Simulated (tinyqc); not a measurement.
# Worked calculation: pillar capacitor in an array: capacitance, non-linearity, leakage and relaxation

Computed by the program tinyqc: `OMP_NUM_THREADS=1 python tinyqc.py 2102207 2102208 out.jsonl`, one thread of a shared Intel Xeon 2.30GHz, about 0.01 s for the whole run. Printed values are rounded.

A film between two metal electrodes, each interface adding a series capacitance ci. The small-signal permittivity is ek (1 + aq E^2); the field is found with the linear permittivity. Leakage J = J0 sinh(E/Ef). After a voltage step the film passes a relaxation current kr C V tt^(-nr), tt being the time in seconds. The sidewall is a coaxial capacitor with radii a = dm/2 and b = dm/2 + t, depth AR dm; the end face is left out.

Inputs (values chosen for the exercise); permittivity of the order of that of aluminium oxide:
- ek = 8.18 (relative permittivity of the film)
- t = 4.4 nm (film thickness)
- ci = 1000 uF/cm^2 (capacitance of each electrode interface (dead layer and screening))
- aq = 0.0042 cm^2/MV^2 (quadratic field coefficient of the permittivity)
- V = 0.7 V (bias)
- J0 = 1.1e-10 A/cm^2 (leakage prefactor)
- Ef = 0.32 MV/cm (field for an e-fold rise of the leakage)
- dm = 41 nm (diameter of the pillar)
- AR = 70 (aspect ratio, depth over diameter)
- pt = 99 nm (pitch of the square array)
- rho = 1900 uohm cm (resistivity of the inner electrode)

Constants: eps0 = 8.8541878128e-14 F/cm where lengths are in cm. Results are converted to the units shown.

## Planar capacitance, field and non-linearity

Planar film: Cf = eps0 ek/t, 1/C = 1/Cf + 2/ci, EOT = 3.9 eps0/C, effective permittivity C t/eps0, E = (V/t) C/Cf; quadratic coefficient [C(V)/C - 1]/V^2 with Cf (1 + aq E^2) in C(V).

Cf = 1.646074 uF/cm^2
C = 1.640673 uF/cm^2
EOT = 2.104706 nm
effective permittivity = 8.153159
E = 1.585689 MV/cm
quadratic coefficient = 21480.61 ppm/V^2
J = 7.805321e-9 A/cm^2

The interfaces take 0.328 % of the voltage.

## Cell capacitance, fields and time constant

Per length 1/c = ln(b/a)/(2 pi eps0 ek) + (1/a + 1/b)/(2 pi ci); cell capacitance c AR dm; per footprint over pt^2; fields c V/(2 pi eps0 ek r) at r = a and b; resistance of the inner electrode rho AR dm/(pi a^2); time constant R C/3 of the distributed line.

a = 20.5 nm
b = 24.9 nm
cell capacitance = 6.694764 fF
capacitance per footprint = 68.30695 uF/cm^2
field at a = 1.750313 MV/cm
field at b = 1.441020 MV/cm
R = 41.30265 kohm
R C/3 = 92.17049 ps

The array gives 41.6 times the planar capacitance per footprint; curvature makes the field at the inner electrode 1.10 times the planar value.
